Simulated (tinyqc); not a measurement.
## Intrinsic and extrinsic failures together

All devices wear out with slope 3.3 and scale t63; the share 0.05 also has a flaw with slope 0.55 and scale 0.01 t63: 1 - F = exp(-(t/t63)^3.3) [1 - 0.05 + 0.05 exp(-(t/(0.01 t63))^0.55)]. W = ln(-ln(1 - F)); the local slope is dW/d ln t.

Inputs (values chosen for the exercise):

| symbol | value | unit | meaning |
|---|---|---|---|
| t63 | 180 | s | characteristic time of a test capacitor |

Results:

| t (s) | F | W | local slope | F of wear-out alone |
|---|---|---|---|---|
| 0.002 | 0.001172 | -6.748 | 0.5438 | 4.477e-17 |
| 0.0064 | 0.002199 | -6.119 | 0.5383 | 2.080e-15 |
| 0.021 | 0.004141 | -5.485 | 0.5277 | 1.049e-13 |
| 0.069 | 0.007662 | -4.868 | 0.5075 | 5.319e-12 |
| 0.22 | 0.01350 | -4.298 | 0.4712 | 2.441e-10 |
| 0.74 | 0.02292 | -3.764 | 0.4031 | 1.337e-8 |
| 2.4 | 0.03450 | -3.349 | 0.2946 | 6.491e-7 |
| 26 | 0.05095 | -2.951 | 0.1376 | 0.001685 |
| 84 | 0.1238 | -2.024 | 2.020 | 0.07768 |
| 280 | 0.9871 | 1.470 | 3.261 | 0.9864 |

Estimate the missing row, t = 7.9 s.

Computed row:

| t (s) | F | W | local slope | F of wear-out alone |
|---|---|---|---|---|
| 7.9 | 0.04479 | -3.083 | 0.1509 | 3.310e-5 |

With this row back in the table: The local slope goes from 0.544 through a minimum of 0.138 (at t = 26 s among the rows listed) to 3.26. At early times the flawed share sets F, 2.62e13 times the wear-out value in the first row, so a line fitted to the steep upper part says nothing about low percentiles.

Computed by the program tinyqc: `OMP_NUM_THREADS=1 python tinyqc.py 2070057 2070058 out.jsonl`, one thread of a shared Intel Xeon 2.30GHz, about 0.01 s for the whole run.
